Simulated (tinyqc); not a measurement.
# Ballistic Schottky-barrier transistor with a two-dimensional channel, WKB contacts: effects of single changes

Source Fermi level 0, drain Fermi level -Vd. Far from the contacts Ec = pn - psi, and the gate moves psi one to one; the band edges relax as exp(-x/lam) from pn at the source and pn - Vd at the drain; Ev = Ec - Eg. A carrier of energy w inside the channel band meets at a contact a barrier of height D (the contact edge beyond the channel edge): T = 1 for w >= D, else exp(-S), S = 4 lam sqrt(m/C) [sqrt(D - w) - sqrt(w) arctan sqrt((D - w)/w)], C = hbar^2/(2 m0). The two contacts combine as Ts Td/(Ts + Td - Ts Td).

Values chosen for this exercise; channel values close to those of a tungsten diselenide layer: temperature T = 350 K; band gap Eg = 1.4 eV; barrier for electrons at both contacts pn = 0.9 eV; electron mass mn = 0.36 m0; hole mass mp = 0.39 m0; valleys or subbands g = 2; screening length at the contacts lam = 4.7 nm; drain bias Vd = 0.3 V; band shift psi of the channel by the gate ps = 0.57 V.

Constants: q = 1.602176634e-19 C, kB = 1.380649e-23 J/K, hbar = 1.054571817e-34 J s, h = 6.62607015e-34 J s, m0 = 9.1093837015e-31 kg, Vt = kB T/q, hbar^2/(2 m0) = 0.0380998212 eV nm^2. Results are converted to the units shown.

Each table varies one quantity; the others keep the values above.

## Ambipolar transfer curve

I/W = g (2 q^2/h) int T(w) [N(Es + w) - N(Ed + w)] dw with w the energy of motion along the channel, N(y) = (1/2 pi) sqrt(pi m kB T/C) Fm(-y/kB T), Fm(x) = (1/sqrt(pi)) int_0^infinity u^(-1/2)/(1 + exp(u - x)) du. Electrons: Ds = psi, Dd = psi - Vd, Es = Ec, Ed = Ec + Vd. Holes: Ds = -psi, Dd = Vd - psi, Es = -Ev, Ed = -Ev - Vd. The size of each current is taken; both flow from drain to source and add. The integrals are converged. Swing = d(psi)/d(log10 I).

Results:
```
ps (V)  electrons (uA/um)  holes (uA/um)  I (uA/um)  swing (mV/decade)
-0.4            1.344e-16        0.02286    0.02286             -220.1
-0.27           1.000e-14       0.006067   0.006067             -233.6
0               7.727e-11       5.384e-4   5.384e-4             -284.1
0.13            2.499e-10       1.957e-4   1.957e-4             -305.5
0.26            6.983e-10       7.184e-5   7.184e-5             -268.5
0.39             2.131e-9       2.340e-6   2.342e-6             -69.53
0.52             7.300e-9       3.143e-8   3.873e-8             -91.98
0.65             2.814e-8      4.221e-10   2.856e-8              226.4
0.79             1.364e-7      4.069e-12   1.364e-7              196.6
0.92             6.577e-7      5.464e-14   6.577e-7              184.6
1.05             3.482e-6      7.339e-16   3.482e-6              175.1
```

Estimate the missing row, ps = -0.14 V.

Computed row:
```
ps (V)  electrons (uA/um)  holes (uA/um)  I (uA/um)  swing (mV/decade)
-0.14           7.449e-13       0.001780   0.001780             -255.9
```

With this row back in the table: I goes from 0.0229 through a minimum of 2.86e-8 (at ps = 0.65 V among the rows listed) to 3.48e-6 uA/um; the exact minimum lies at psi = 0.581 V. Holes carry the left branch and electrons the right. The ratio of the last row to the smallest is 122 and of the first row 8.01e5, with barriers of 0.9 eV for electrons and 0.500 eV for holes. The steepest swing among the rows is 69.5 mV/decade, against the thermionic limit 69.4.

## Effect of the screening length

Same model as above.

Effect of the screening length:
```
lam (nm)  current of the electrons (uA/um)  share over the barriers (%)  |d psi/d log10| of this current (mV/decade)
0.5                               5.011e-4                     1.542e-5                                        80.11
1.6                               4.188e-6                     0.001845                                        105.8
2.6                               2.623e-7                      0.02946                                        137.1
3.7                               3.817e-8                       0.2025                                        179.5
4.8                               1.102e-8                       0.7012                                        228.8
5.9                               4.749e-9                        1.627                                        283.2
6.9                               2.738e-9                        2.822                                        336.0
8                                 1.739e-9                        4.443                                        396.3
```

What does the comparison show?

The current falls from 5.01e-4 to 1.74e-9 uA/um, while the share over the barriers rises from 1.54e-5 to 4.44 %: the thermionic part does not depend on lam, and a thinner barrier adds tunnelling. The swing rises from 80.1 to 396 mV/decade.

Range of the model: No scattering, image-force lowering, channel charge or band-to-band tunnelling; parabolic kappa overstates S deep in the gap.

tinyqc, about 0.2 s, one thread, Intel Xeon 2.30GHz (shared host): `OMP_NUM_THREADS=1 python tinyqc.py 2390113 2390114 out.jsonl`
